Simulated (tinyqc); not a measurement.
Fitting sp3s* parameters to three gaps by Newton steps: sweeps and comparisons. A value that a table varies takes the place of the one given here.

sp3s* tight binding, nearest neighbours only: anion (a) at 0, cation (c) at a/4 (1,1,1), orbitals s, px, py, pz, s* on each; k in units of 2 pi/a. With phases e_j = exp(i (pi/2) k.n_j) for n = (1,1,1), (1,-1,-1), (-1,1,-1), (-1,-1,1): g0 = (e1+e2+e3+e4)/4, g1 = (e1+e2-e3-e4)/4, g2 = (e1-e2+e3-e4)/4, g3 = (e1-e2-e3+e4)/4. The diagonal holds the levels Esa, Epa, Exa (s*) and Esc, Epc, Exc. Anion-cation block: <sa|sc> = Vss g0; <sa|xc> = Vsapc g1; <xa|sc> = -Vscpa g1; <xa|xc> = Vxx g0; <xa|yc> = <ya|xc> = Vxy g3, <xa|zc> = <za|xc> = Vxy g2, <ya|zc> = <za|yc> = Vxy g1; <s*a|xc> = Vxapc g1; <xa|s*c> = -Vpaxc g1; y and z take g2 and g3 in place of g1; s-s* and s*-s* vanish.

Gaps are level 5 at Gamma, X = (1,0,0) and L = (1/2,1/2,1/2) less level 4 at Gamma; no spin-orbit coupling. Free parameters: Vss, Vxapc and Vpaxc. H is linear in them, so by Hellmann-Feynman J_ij = <u|dH/dp_j|u> for level 5 at point i less the same for level 4 at Gamma. Newton: p(new) = p + J^-1 (target - gaps); stop when all misses are below 1e-7 eV.

Constants: hbar^2/2m0 = 3.80998211 eV angstrom^2.

Parameters, chosen for this exercise (out of a larger set: near a published set for InAs, fitted to gaps, whose masses and valley positions are rough; not measured data): p = (-9.558, 0.907, -2.723, 3.726, 7.393, 6.761, -5.612, 1.836, 4.478, 3.032, 5.459, 3.365, 3.903) eV (start, order Esa, Epa, Esc, Epc, Exa, Exc, Vss, Vxx, Vxy, Vsapc, Vscpa, Vxapc, Vpaxc); tg = (0.6146, 2.4888, 1.5119) eV (target gaps at Gamma, X, L); a = 6.063 angstrom (lattice constant).

## Equal gaps, different models

The same three targets are met with other triples of free parameters (those for which Newton converges within 3 eV of the start). Not fitted: level 5 at K = (3/4,3/4,0) above Ev, the spacing of levels 6 and 5 at X, the depth of level 2 at X below Ev, the valence width at Gamma, and the mass c q^2/(E(q) - E(0)) of level 5 along [100], q = 0.002 (2 pi/a), c = hbar^2/2m0.

Unfitted results:

| free parameters | largest change (eV) | K (eV) | X spacing (eV) | level 2 at X (eV) | valence width (eV) | mass (m0) |
|---|---|---|---|---|---|---|
| start | 0.000 | 2.145 | 0.398 | 7.064 | 12.713 | 0.0307 |
| Vss, Vxapc, Vpaxc | 0.299 | 2.335 | 0.389 | 7.004 | 12.899 | 0.0453 |
| Esc, Vxapc, Vpaxc | 0.244 | 2.303 | 0.225 | 6.939 | 12.655 | 0.0447 |
| Esa, Vxapc, Vscpa | 0.743 | 2.307 | 0.238 | 7.127 | 12.156 | 0.0446 |
| Vss, Exa, Exc | 1.138 | 2.348 | 0.511 | 7.033 | 12.899 | 0.0453 |

What does this show?

All fitted rows have the same three gaps, yet they spread by 44 meV at K, 286 meV in the X spacing, 188 meV in level 2 at X, 743 meV in the valence width and 1.5 % in the mass. The smallest change of parameters, 0.244 eV, is that of Esc, Vxapc, Vpaxc. A fit fixes what it was given and leaves the rest to the choice of free parameters.

## How errors in the targets pass to the parameters

J:
```
            Vss     Vxapc     Vpaxc
Gamma  -0.85410   0.00000   0.00000
X       0.00000  -0.87867   0.00000
L      -0.17483  -0.25181  -0.13816
```

The gaps at Gamma, X and L of an sp3s* model are fitted with Vss, Vxapc and Vpaxc; J holds the derivatives of the gaps by these parameters at the start. The change of each parameter for +10 meV on one target is 10 J^-1, in meV.

Shifts (meV):

| target raised | Vss | Vxapc | Vpaxc |
|---|---|---|---|
| Gamma | -11.7 | 0.0 | 14.8 |
| X | 0.0 | -11.4 | 20.7 |
| L | 0.0 | 0.0 | -72.4 |

root sum of squares (meV): Vss 11.7, Vxapc 11.4, Vpaxc 76.7

How do the results move?

Independent errors of 10 meV leave Vpaxc least certain (77 meV) and Vxapc best fixed (11.4 meV, level with Vss). The largest single entry, 72 meV, comes from the target at L.

(tinyqc, `OMP_NUM_THREADS=1 python tinyqc.py 1482113 1482114 out.jsonl`, Intel(R) Xeon(R) Processor @ 2.30GHz, 1 thread, shared host, about 0.4 s.)
